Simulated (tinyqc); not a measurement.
The diagram with and without ligand: potential-pH (Pourbaix) lines of a metal, its cation, its oxide and an oxyanion, with a complexing ligand. Computed by tinyqc, a small Python program. Command: `OMP_NUM_THREADS=1 python tinyqc.py 3012897 3012898 out.jsonl pourb walk`. One thread of a shared host (Intel(R) Xeon(R) Processor @ 2.30GHz), about 0.01 s of CPU time with the checks.

Potentials are against the standard hydrogen electrode; solids and water have unit activity; dG_f of M, H+ and the electron is zero; F = e N_A and s = R T ln(10)/F. The cation carries z = 2.

Inputs (values chosen for the exercise, modelled on nickel):

| quantity | value | unit |
|---|---|---|
| dG_f of the cation | -44.83 | kJ/mol |
| dG_f of the oxide | -212.99 | kJ/mol |
| dG_f of the oxyanion | -281.32 | kJ/mol |
| dG_f of water | -237.14 | kJ/mol |
| temperature T | 298.15 | K |
| log10 of the dissolved activity a | -5 | - |
| log10 of the stability constant beta of ML | 7.7 | - |
| pKa of HL | 7.9 | - |
| total ligand c_L | 0.0017 | mol/L |

Species: M, M2+, MO, MO2(2-).

Constants: R = 8.314462618 J/(mol K); e = 1.602176634e-19 C; N_A = 6.02214076e+23 1/mol.

Method. M2+ + 2e = M; MO + 2H+ + 2e = M + H2O; MO2(2-) + 4H+ + 2e = M + 2H2O. For each, E0 = -dG/(z F), and E = E0 + (s/z) log10 a - (s n_H/z) pH, with no activity term for the oxide. The free ligand is c_L/(1 + 10^(pKa - pH)) (ligand in excess); dissolved metal is a in all, so the free cation is a/alpha, alpha = 1 + beta [L]; the cation line drops by (s/z) log10 alpha.

E0 (V): cation -0.232315, oxide 0.125149, oxyanion 0.999945

s = 0.0591593 V

Lines against the metal (V); the species with the lowest line is stable above it:

| pH | cation | oxide | oxyanion | stable above | cation with ligand | stable above, ligand |
|---|---|---|---|---|---|---|
| 0 | -0.38021 | 0.12515 | 0.85205 | cation | -0.38023 | dissolved |
| 2 | -0.38021 | 0.00683 | 0.61541 | cation | -0.38152 | dissolved |
| 4 | -0.38021 | -0.11149 | 0.37877 | cation | -0.41184 | dissolved |
| 5 | -0.38021 | -0.17065 | 0.26045 | cation | -0.44038 | dissolved |
| 6 | -0.38021 | -0.22981 | 0.14213 | cation | -0.46970 | dissolved |
| 7 | -0.38021 | -0.28897 | 0.02382 | cation | -0.49791 | dissolved |
| 8 | -0.38021 | -0.34813 | -0.09450 | cation | -0.51854 | dissolved |
| 9 | -0.38021 | -0.40729 | -0.21282 | oxide | -0.52507 | dissolved |
| 10 | -0.38021 | -0.46644 | -0.33114 | oxide | -0.52595 | dissolved |
| 12 | -0.38021 | -0.58476 | -0.56778 | oxide | -0.52605 | oxide |
| 14 | -0.38021 | -0.70308 | -0.80442 | oxyanion | -0.52605 | oxyanion |

What follows from these numbers?

Without ligand the oxide holds 3 of the eleven rows (pH 9 to 12), with it 1 (pH 12). The ligand acts once beta [L] exceeds 1, from pH = pKa - log10(beta c_L) = 3.0 on; its line then falls by at most s/z per pH unit and flattens beyond pKa, 0.146 V below the free cation at most. The oxide line falls faster, by s per pH unit, so the oxide takes over again at higher pH.

Extremes, crossings and ranges named in words are read from the listed rows.
